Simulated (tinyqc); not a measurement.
Microkinetic model of a Langmuir-Hinshelwood surface reaction A + (1/2) B2 = AB with Bronsted-Evans-Polanyi barriers: one step, computed by the program tinyqc. Command: `OMP_NUM_THREADS=1 python tinyqc.py 3029733 3029734 out.jsonl microkin walk`. One thread of a shared host (Intel(R) Xeon(R) Processor @ 2.30GHz), about 0.01 s of CPU time with the checks.

A adsorbs in equilibrium; B2 dissociates irreversibly on two free sites; adsorbed A and B react irreversibly and AB leaves at once. theta_A + theta_B + theta_* = 1.

Task: Steady state in closed form. theta_A = K_A p_A theta_*; 2 k1 p_B theta_*^2 = k2 theta_A theta_B, so theta_B = w theta_* with w = 2 k1 p_B/(k2 K_A p_A); theta_* = 1/(1 + K_A p_A + w); rate r = k2 theta_A theta_B.

Inputs (values chosen for the exercise, for a model catalyst): pressure p_A = 0.31 bar; pressure p_B = 0.13 bar; temperature T = 675 K.

K_A = 0.7928745 1/bar

k1 = 6.121555 1/(bar s)

k2 = 1717.020 1/s

Give: w; theta_*; theta_A; theta_B; rate r.

Result:

w = 0.0037713

theta_* = 0.80028

theta_A = 0.19670

theta_B = 0.0030181

rate r = 1.0193 1/s per site

The surface is mostly free, and dissociation limits.
